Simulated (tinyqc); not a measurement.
What moves the results: density of states of one tight-binding band on the simple cubic lattice. A value that a table varies takes the place of the one given here.

E(k) = -2 t (c1 + c2 + c3) - 4 t2 (c1 c2 + c2 c3 + c3 c1) with ci = cos(2 pi ki); k in fractions of the reciprocal vectors, mesh k_i = j/N with j = 0 .. N-1. Densities are per cell and per spin, so the band holds one state.

Each cube of the mesh, corners numbered 0 to 7 as the binary number (i j l), is cut into six tetrahedra around the diagonal 0-7: 0137, 0157, 0237, 0267, 0457, 0467. For corner energies e1 <= e2 <= e3 <= e4 and eij = ei - ej, the share of the tetrahedron below E is n = (E - e1)^3/(e21 e31 e41) for e1 < E < e2; n = [e21^2 + 3 e21 x + 3 x^2 - (e31 + e42) x^3/(e32 e42)]/(e31 e41) with x = E - e2 for e2 < E < e3; n = 1 - (e4 - E)^3/(e41 e42 e43) for e3 < E < e4; its density of states is g = dn/dE.

Gaussian broadening: g(E) = mean over the mesh of exp(-(E - E_k)^2/(2 sigma^2))/(sigma sqrt(2 pi)), n(E) = mean of erfc((E_k - E)/(sigma sqrt 2))/2.

Parameters, chosen for this exercise: t = 2.44 eV (nearest hopping); t2 = -0.32 eV (second hopping); N2 = 10 (mesh points along each axis in this comparison); sigma = 0.488 eV (Gaussian width); E = 11.17 eV (energy at which the density is wanted).

## Three ways to the same curve

N = N2 here; the reference is the linear method with N = 36.

g(E) (1/eV):
```
E (eV)  reference  linear tetrahedra  Gaussian, sigma  Gaussian, sigma/4  reference n(E)
-8.137      0.036              0.034            0.037              0.018           0.060
-5.476      0.070              0.075            0.061              0.016           0.201
-2.814      0.063              0.066            0.057              0.041           0.377
-0.152      0.058              0.060            0.043              0.001           0.537
2.510       0.055              0.056            0.027              0.017           0.687
5.172       0.033              0.033            0.026              0.011           0.810
7.833       0.022              0.022            0.040              0.076           0.882
10.495      0.016              0.015            0.014              0.001           0.932
13.157      0.011              0.010            0.007              0.006           0.966
15.819      0.007              0.006            0.010              0.021           0.989
```

How do the results move?

Root-mean-square errors against the reference: 0.0021 for linear tetrahedra, 0.0124 for sigma and 0.0349 for sigma/4. The narrow Gaussian is worse than the wide one, because it resolves the separate mesh levels. The reference is highest at -5.476 eV of the energies listed, and half filling lies between -2.814 and -0.152 eV.

## Convergence with the mesh

At the energy E; the plain count is the share of mesh points below E; the reference is the linear method with N = 36.

Results:
```
N   points  g linear  n linear  g Gaussian  n Gaussian  n plain count
4       64    0.0093    0.9773      0.0740      0.9473         0.9844
6      216    0.0140    0.9568      0.0421      0.9314         0.9120
8      512    0.0138    0.9509      0.0103      0.9428         0.9473
12    1728    0.0140    0.9455      0.0146      0.9455         0.9462
16    4096    0.0141    0.9437      0.0139      0.9409         0.9387
20    8000    0.0142    0.9429      0.0130      0.9416         0.9424
```

reference n and g: 0.9419  0.0142

What does this show?

The linear n(E) stays within 0.002 of the reference from N = 16 on. The Gaussian g still moves by more than 1 % between the last two meshes. At the last mesh it lies -0.001 1/eV from the reference g and the linear g 0.000. The plain count errs by +0.0005 at the last mesh.

## Critical points

The gradient vanishes at these points by symmetry; the signs of the eigenvalues of the second-derivative matrix give the type.

Critical points:
```
point                k    E (eV)  positive  negative     type
Gamma        (0, 0, 0)  -10.8000         3         0  minimum
X          (0.5, 0, 0)   -6.1600         2         1   saddle
M        (0.5, 0.5, 0)    3.6000         1         2   saddle
R      (0.5, 0.5, 0.5)   18.4800         0         3  maximum
```

How do the results move?

Gamma is a minimum at -10.800 eV: its contribution to g starts as a square root. X is a saddle at -6.160 eV: g has a square-root kink there. M is a saddle at 3.600 eV: g has a square-root kink there. R is a maximum at 18.480 eV: its contribution to g ends as a square root.

## What moves the count of states

Linear method and Gaussian sum with N = 14. Each row changes one parameter from the base and keeps the others.

Results:
```
case              n linear  g linear (1/eV)  n Gaussian  g Gaussian (1/eV)
base                0.9444           0.0141      0.9399             0.0106
t = 2.684 eV        0.9308           0.0148      0.9294             0.0156
E = 11.414 eV       0.9478           0.0137      0.9427             0.0122
sigma = 0.976 eV    0.9444           0.0141      0.9402             0.0139
t2 = -0.198 eV      0.9532           0.0146      0.9484             0.0172
```

What can be read from the table?

The largest shifts from the base row, up to three for each result and ties (the steps differ in size, so this ranks the rows, not the parameters). n linear: t -0.0135, t2 +0.0088, E +0.0034; unchanged at the printed digits by sigma. g linear (1/eV): t +0.0007, E -0.0005, t2 +0.0004; unchanged at the printed digits by sigma. n Gaussian: t -0.0106, t2 +0.0084, E +0.0028. g Gaussian (1/eV): t2 +0.0066, t +0.0051, sigma +0.0034.

Program tinyqc; command `OMP_NUM_THREADS=1 python tinyqc.py 1680890 1680891 out.jsonl`; about 0.2 s on one thread of a shared Intel(R) Xeon(R) Processor @ 2.30GHz.
